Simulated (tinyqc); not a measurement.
Inside a calculation: two-band tight binding of a puckered layer. Values are carried at full precision from step to step, so a last printed digit may differ when a step is redone from the rounded ones.

With X = kx ax/2 and Y = ky ay/2: h = t2 + 2 cos(Y) (t1 exp(iX) + t3 exp(-iX)) + t5 exp(2iX), d = 4 t4 cos(X) cos(Y), H = [[d, h], [h*, d]], E = d -/+ |h|.

Constants: hbar^2/2m0 = 3.80998211 eV angstrom^2.

Parameters, chosen for this exercise (near a published set for monolayer black phosphorus; shifted at random, so the results belong to these values and not to a real crystal): ax = 4.45 angstrom (period along x (armchair)); ay = 3.32 angstrom (period along y (zigzag)); t1 = -1.22 eV (along the zigzag); t2 = 3.686 eV (across the pucker); t3 = -0.217 eV (second in the sheet); t4 = -0.104 eV (same sublattice); t5 = -0.057 eV (far across); k = (0.34, 0.48) 1/angstrom (wave vector).

## One k point

Form X, Y, h, d and the levels.

X, Y (rad): 0.75650  0.79680

h = 2.2217-1.0193i eV
d = -0.2115 eV

levels (eV): -2.6559  2.2329

## Expansion about Gamma

h = h0 + i chi kx + gx kx^2 + gy ky^2 and d = 4 t4 + ex kx^2 + ey ky^2, with h0 = t2 + 2 t1 + 2 t3 + t5, chi = ax (t1 - t3 + t5), gx = -ax^2 ((t1 + t3)/4 + t5/2), gy = -ay^2 (t1 + t3)/4, ex = -t4 ax^2/2, ey = -t4 ay^2/2. The gap is 2 h0.

h0 = 0.7550 eV
gap = 1.5100 eV
chi = -4.7170 eV angstrom

gx, gy, ex, ey (eV angstrom^2): 7.6784  3.9598  1.0297  0.5732

## Masses

Electrons: c/(ex + gx + chi^2/(2 h0)) along x, c/(ey + gy) along y; holes: the same with -ex and -ey; c = hbar^2/2m0. The coefficients stand in the order gx, gy, ex, ey.

masses (m0):
```
               x       y
electron  0.1625  0.8405
hole      0.1782  1.1250
```

density-of-states mass sqrt(mx my) (m0): electron 0.3696, hole 0.4477

my/mx: electron 5.17, hole 6.31

Along x the term chi^2/(2 h0) = 14.74 eV angstrom^2 couples the bands and makes both carriers light; along y it is absent.

## Checks

- Electron mass along x against a finite difference of the band: both 0.1625.

Run: tinyqc, `OMP_NUM_THREADS=1 python tinyqc.py 1451915 1451916 out.jsonl`; Intel(R) Xeon(R) Processor @ 2.30GHz, one thread, shared host; about 0.01 s of CPU time with all checks.
